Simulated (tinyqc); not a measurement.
# Reverse leakage of an n+-p junction: diffusion, generation, trap-assisted and band-to-band tunnelling: two studies

One-sided abrupt junction in the depletion approximation, x from the junction (0) to W on the p side, field F = F0 (1 - x/W). Flat quasi-Fermi levels, long p side. Traps generate through SRH with both lifetimes shortened by 1 + Gamma (Hurkx enhancement, form for moderate fields); band-to-band generation is local and needs a total bending above Eg.

Parameters, values chosen for the exercise; band and dielectric values close to those of silicon:
- T = 350 K (temperature)
- Eg = 1.12 eV (band gap)
- eps_r = 11.5 (relative permittivity)
- Nc = 3.54e19 cm^-3 (conduction-band density of states at T)
- Nv = 3.38e19 cm^-3 (valence-band density of states at T)
- Na = 1.8e16 cm^-3 (acceptor density of the lighter side)
- Nd = 5e19 cm^-3 (donor density of the heavier side)
- tau = 6e-7 s (SRH lifetime of both carriers at zero field)
- Et = -0.12 eV (trap level above the intrinsic level)
- mt = 0.26 m0 (tunnelling mass)
- Dn = 19 cm^2/s (electron diffusion coefficient on the lighter side)
- Ab = 3e14 cm^-0.5 V^-2.5 s^-1 (band-to-band prefactor)
- Bb = 1.86e7 V/cm (band-to-band field constant)
- VR = 0.5 V (reverse bias)

Constants: q = 1.602176634e-19 C, kB = 1.380649e-23 J/K, hbar = 1.054571817e-34 J s, m0 = 9.1093837015e-31 kg, Vt = kB T/q, eps0 = 8.8541878128e-14 F/cm where lengths are in cm. Results are converted to the units shown.

Each table varies one quantity; the others keep the values above.

## Leakage components against the reverse bias

ni = sqrt(Nc Nv) exp(-Eg/(2 Vt)), Eg in volts; Vbi = Vt ln(Na Nd/ni^2); W = sqrt(2 eps0 eps_r (Vbi + VR)/(q Na)); F0 = 2 (Vbi + VR)/W; FG = sqrt(24 mt m0 (kB T)^3)/(q hbar); J_diff = q ni^2 sqrt(Dn/tau)(1 - exp(-VR/Vt))/Na. u = (Vbi + VR)(1 - x/W)^2, p = Na exp(-u/Vt), n = Nd exp((u - Vbi - VR)/Vt); G0 = ni^2 (1 - exp(-VR/Vt))/(tau (n + p + 2 ni cosh(Et/Vt))); Gamma = 2 sqrt(3 pi)(F/FG) exp((F/FG)^2); trap-assisted part G0 Gamma; G_bb = Ab F^2.5 exp(-Bb/F) with F in V/cm, zero unless Vbi + VR > Eg. Currents are q times the integrals over 0 to W; J_bb under 1e-8 of J is printed as 0; rows with F0/FG above 2.2, beyond the range of this Gamma, are left out.

The same in every row: J_bb (A/cm^2) = 0.

Leakage components against the reverse bias:
```
VR (V)  F0 (kV/cm)  F0/FG  J_diff (A/cm^2)  J_SRH (A/cm^2)  J_TAT (A/cm^2)  J (A/cm^2)              largest part
0.2           79.0  0.167          4.46e-9         1.39e-8         8.59e-9     2.69e-8            SRH generation
0.7           95.3  0.201          4.47e-9         2.45e-8         1.85e-8     4.74e-8            SRH generation
1.2            109  0.230          4.47e-9         3.29e-8         2.85e-8     6.58e-8            SRH generation
1.7            121  0.256          4.47e-9         4.01e-8         3.86e-8     8.32e-8            SRH generation
2.2            133  0.280          4.47e-9         4.65e-8         4.89e-8     9.99e-8  trap-assisted tunnelling
2.7            143  0.301          4.47e-9         5.23e-8         5.93e-8     1.16e-7  trap-assisted tunnelling
3.2            152  0.322          4.47e-9         5.77e-8         6.98e-8     1.32e-7  trap-assisted tunnelling
3.7            161  0.341          4.47e-9         6.27e-8         8.05e-8     1.48e-7  trap-assisted tunnelling
4.2            170  0.359          4.47e-9         6.74e-8         9.13e-8     1.63e-7  trap-assisted tunnelling
```

J rises from 2.69e-8 to 1.63e-7 A/cm^2. SRH generation leads at VR = 0.2, trap-assisted tunnelling from 2.2 on. The ratio J_TAT/J_SRH goes from 0.618 to 1.35 as F0/FG goes from 0.167 to 0.359.

## Leakage components against the trap level above the intrinsic level

Same model as above.

The same in every row: F0 (kV/cm) = 89.2; F0/FG = 0.188; J_diff (A/cm^2) = 4.47e-9; J_bb (A/cm^2) = 0.

Results:
```
Et (eV)  J_SRH (A/cm^2)  J_TAT (A/cm^2)  J (A/cm^2)    largest part
-0.3           9.15e-11        5.48e-11     4.62e-9       diffusion
-0.2            1.85e-9         1.24e-9     7.56e-9       diffusion
-0.1            3.74e-8         2.66e-8     6.85e-8  SRH generation
0.1             3.74e-8         2.66e-8     6.85e-8  SRH generation
0.2             1.85e-9         1.24e-9     7.56e-9       diffusion
0.3            9.15e-11        5.48e-11     4.62e-9       diffusion
```

Estimate the missing row, Et = 0 eV.

Computed row:
```
Et (eV)  J_SRH (A/cm^2)  J_TAT (A/cm^2)  J (A/cm^2)    largest part
0               3.90e-7         2.84e-7     6.78e-7  SRH generation
```

With this row back in the table: J goes from 4.62e-9 through a maximum of 6.78e-7 (at Et = 0 among the rows listed) to 4.62e-9 A/cm^2. Diffusion leads at Et = -0.3, SRH generation from -0.1, diffusion from 0.2 on.

Range of the model: The n+ side is degenerate, so Vbi from Boltzmann statistics is only a guide.

Program tinyqc, `OMP_NUM_THREADS=1 python tinyqc.py 2290051 2290052 out.jsonl`; Intel Xeon 2.30GHz, shared host, one thread, about 0.01 s.
